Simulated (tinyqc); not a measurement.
Geometry relaxation of a small cluster: one step, computed by the program tinyqc. Command: `OMP_NUM_THREADS=1 python tinyqc.py 3025602 3025603 out.jsonl relax walk`. One thread of a shared host (Intel(R) Xeon(R) Processor @ 2.30GHz), about 0.01 s of CPU time with the checks.

E = sum_i {sum_j A exp(-p (r_ij/r0 - 1)) - xi sqrt(rho_i)}, rho_i = sum_j exp(-2 q (r_ij/r0 - 1)); the force on i is -sum_j w_ij (R_i - R_j)/r_ij with w_ij = -(2p/r0) A exp(-p (r_ij/r0 - 1)) + (xi q/r0) exp(-2 q (r_ij/r0 - 1)) (rho_i^(-1/2) + rho_j^(-1/2)).

Problem. The first two steps. Steepest descent: R(new) = R + eta F. No atom moves more than 0.3 angstrom a step (the whole step is scaled). Stop when the largest force component is below 1e-5 eV/angstrom.

Inputs (values chosen for the exercise, for model atoms):
```
quantity,value,unit
length r0,3.16,angstrom
repulsion A,0.17,eV
hopping xi,2.07,eV
decay p,11.3,-
decay q,3.21,-
step factor eta,0.023,angstrom^2/eV
```

Potential: Gupta. Method: steepest descent.

starting positions (angstrom):
```
,x,y,z
atom 1,0.19,-0.1,-0.15
atom 2,2.79,0.19,0.03
atom 3,1.71,2.52,0.15
atom 4,1.42,1.12,2.22
```

Give: positions after step 1; energy after step 1; positions after step 2; energy after step 2.

Solution.

positions after step 1 (angstrom):
```
,x,y,z
atom 1,0.109,-0.107,-0.158
atom 2,2.944,0.076,-0.005
atom 3,1.675,2.710,0.029
atom 4,1.382,1.051,2.383
```

energy after step 1 = -13.17 eV

positions after step 2 (angstrom):
```
,x,y,z
atom 1,0.128,-0.082,-0.141
atom 2,2.932,0.088,0.006
atom 3,1.668,2.680,0.035
atom 4,1.382,1.044,2.350
```

energy after step 2 = -13.30 eV
